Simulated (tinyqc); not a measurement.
From results back to parameters: heavy doping: gap narrowing, degeneracy and the minority density. Three cases, with inputs chosen for the exercise.

Problem. Narrowing at two dopings was computed from hidden E0 and N0, with N0 below Na.

Empirical narrowing (Slotboom form, constants chosen for the exercise; published fits of this form give the apparent narrowing, here it is taken as the true one): dEg = E0 [ln(N/N0) + sqrt(ln(N/N0)^2 + C)].

Case 1.

Values chosen (out of a larger set: gap and densities of states near those of Si at this temperature; narrowing constants near the fits for Si; not measured data): C = 0.5 (smoothing constant); Na = 1.1e+18 1/cm^3; Nb = 3.3e+19 1/cm^3.

dEg(Na) = 33.7800 meV
dEg(Nb) = 82.1053 meV

Case 2.

Values chosen (out of a larger set: gap and densities of states near those of Si at this temperature; narrowing constants near the fits for Si; not measured data): C = 0.5 (smoothing constant); Na = 8.1e+17 1/cm^3; Nb = 2.4e+19 1/cm^3.

dEg(Na) = 31.6599 meV
dEg(Nb) = 76.7859 meV

Case 3.

Values chosen (out of a larger set: gap and densities of states near those of Si at this temperature; narrowing constants near the fits for Si; not measured data): C = 0.5 (smoothing constant); Na = 1.5e+18 1/cm^3; Nb = 4.5e+19 1/cm^3.

dEg(Na) = 32.1311 meV
dEg(Nb) = 78.0974 meV

Find: N0; E0.

Solution. The ratio dEg(Nb)/dEg(Na) depends on N0 alone and rises steadily with it; solve for ln N0 by bisection, then E0 from either value.

Case 1.

N0 = 1.1e+17 1/cm^3
E0 = 7.17 meV

Case 2.

N0 = 8.1e+16 1/cm^3
E0 = 6.72 meV

Case 3.

N0 = 1.5e+17 1/cm^3
E0 = 6.82 meV

Computed by tinyqc, one run a case: `OMP_NUM_THREADS=1 python tinyqc.py N N+1 out.jsonl` with N = 1682568, 1682577, 1682638; one thread of a shared Intel(R) Xeon(R) Processor @ 2.30GHz, about 0.01 s a run at most.
